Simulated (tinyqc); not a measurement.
Tuning the antireflection layer: standing waves and exposure in a photoresist film.

Normal incidence from air. Unexposed resist: N1 = n1 + i k1 with k1 = (A + B) lam/(4 pi), lam in micrometres. r01 = (1 - N1)/(1 + N1), t01 = 2/(1 + N1). Below the resist lie the layer Na = na + i ka and the substrate Ns = ns + i ks: r12 = (r1a + ras x)/(1 + r1a ras x), x = exp(4 pi i Na da/lam), r1a = (N1 - Na)/(N1 + Na), ras = (Na - Ns)/(Na + Ns). With p = exp(2 pi i N1 d/lam), the field at depth z is E(z) = t01 [exp(2 pi i N1 z/lam) + r12 p^2 exp(-2 pi i N1 z/lam)]/(1 + r01 r12 p^2), the relative intensity I(z) = n1 |E(z)|^2 and the reflectance R = |(r01 + r12 p^2)/(1 + r01 r12 p^2)|^2.

Inputs chosen for the exercise (a resist on polySi, indices near tabulated ones; shifted at random, so the results belong to these values and not to a real crystal):
- lam = 248 nm (vacuum wavelength)
- n1 = 1.791 (resist index)
- A = 0.02 1/micrometre (bleachable absorption (Dill A))
- B = 0.64 1/micrometre (fixed absorption (Dill B))
- d = 269 nm (resist thickness)
- ns = 1.696 (substrate n)
- ks = 2.799 (substrate k)
- na = 1.779 (n of the bottom antireflection layer)
- ka = 0.457 (its k)

da takes the values listed; the contrast is (Imax - Imin)/(Imax + Imin) over the lowest period of the resist (60 depths).

Results:

| da (nm) | \|r12\|^2 | contrast |
|---|---|---|
| 0 | 0.3872 | 0.880 |
| 10 | 0.2868 | 0.816 |
| 20 | 0.1455 | 0.648 |
| 30 | 0.0446 | 0.402 |
| 40 | 0.0054 | 0.154 |
| 50 | 0.0109 | 0.216 |
| 60 | 0.0326 | 0.330 |
| 75 | 0.0448 | 0.386 |
| 90 | 0.0244 | 0.288 |
| 110 | 0.0072 | 0.153 |
| 140 | 0.0197 | 0.258 |

|r12|^2 starts at 0.3872 and is lowest, 0.0054, at 40 nm of those listed, where the contrast is 0.154 against 0.880. The contrast follows 2|r|/(1 + |r|^2), so even |r12|^2 = 0.01 leaves about 0.2. Values below 0.01 occur at 40 and 110 nm.

Run: tinyqc, `OMP_NUM_THREADS=1 python tinyqc.py 1681252 1681253 out.jsonl`; Intel(R) Xeon(R) Processor @ 2.30GHz, one thread, shared host; about 0.01 s of CPU time with all checks.
